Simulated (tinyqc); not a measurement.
# From effective mobility mu_eff back to temperature T

Model: field-effect mobility of a thin-film transistor with band-tail and deep states (multiple trapping). Computed by tinyqc, a small Python program. Command: `OMP_NUM_THREADS=1 python tinyqc.py 3007492 3007493 out.jsonl tft inv`. One thread of a shared host (Intel(R) Xeon(R) Processor @ 2.30GHz), about 0.2 s of CPU time with the checks.

A thick film in accumulation at small drain voltage. Only free electrons move; trapped ones still screen the gate. N_c and mu_0 are held fixed when T changes, leaving out the T^(3/2) growth of N_c. x = E_0 - psi is the distance of the Fermi level below the band edge.

Inputs (values chosen for the exercise, modelled on nanocrystalline ZnO):
```
quantity,value,unit
permittivity eps,8.5,-
effective density of states N_c,3.8e+18,1/cm^3
band mobility mu_0,38,cm^2/(V s)
tail density at the edge g_t,6.9e+19,1/(eV cm^3)
tail width E_t,63,meV
deep-state density g_d,1.7e+16,1/(eV cm^3)
"flat-band Fermi level below the edge, E_0",0.41,eV
equivalent oxide thickness t,25,nm
surface band bending psi_s as a fraction of E_0,0.75,-
```

Deep states: included.

Constants: k_B = 8.617333262e-05 eV/K; e = 1.602176634e-19 C; eps_0 = 8.8541878128e-12 F/m.

Method:
- F_j(eta) = int_0^infinity x^j/(1 + exp(x - eta)) dx, without a gamma-function factor.
- Integrals over x = E/(k_B T) use 160 Gauss-Legendre points in u = sqrt(x) from 0 to sqrt(max(eta, 0) + 32).
- Free n(x) = N_c (2/sqrt(pi)) F_1/2(-x/k_B T), with F_1/2 from its two-term series in exp(-x/k_B T) for x >= 12 k_B T; tail n_t(x) = int_0^1.2eV g_t exp(-E/E_t)/(1 + exp((x - E)/k_B T)) dE, E counted down from the edge, 120 Gauss-Legendre points; deep charge g_d psi; space charge rho(psi) = n + n_t + g_d psi less its value at psi = 0.
- Poisson: F(psi) = sqrt((2 e/(eps eps_0)) int_0^psi rho dpsi'); V_G - V_FB = psi_s + eps F(psi_s) t/3.9; free sheet density N_f = int (n - n(E_0))/F dpsi; induced sheet density N_i = eps eps_0 F(psi_s)/e; trapezoid rule on 301 even points in psi, the first interval left out of N_f.
- mu_eff = mu_0 N_f/N_i; field-effect mobility mu_FE = mu_0 e (dN_f/dV_G)/C_ox and swing S = dV_G/dlog10(N_f), by a central difference of +/- 2 mV in psi_s; C_ox = 3.9 eps_0/t.

Question. A run gave the result below. Find the temperature T, known to lie between 210 and 410 K.

effective mobility mu_eff = 1.053496 cm^2/(V s)

Answer.

Each step takes the trial c = (a f_b - b f_a)/(f_b - f_a), f being the result less the target and a, b, c the logarithms of the listed values; c replaces end b, the old b replaces a if the sign of f changed, and otherwise f_a is halved.

Scan of the range:
```
temperature T (K),effective mobility mu_eff (cm^2/(V s))
210,0.08877
235,0.17863
262,0.32833
293,0.57588
328,0.95510
367,1.49350
410,2.20444
```

False position (Illinois rule, in the logarithm of the input) inside the bracket:
```
step,end a,end b,trial,effective mobility mu_eff (cm^2/(V s))
1,328.000,367.000,334.805,1.04067
2,367.000,334.805,335.677,1.05190
3,367.000,335.677,335.892,1.05469
4,335.677,335.892,335.800,1.05350
5,335.892,335.800,335.800,1.05350
```

Effective mobility mu_eff rises at every point of a 13-point scan of the range (every second point is shown), so one value fits; it is bracketed by 328 and 367. Answer: temperature T = 335.8 K.
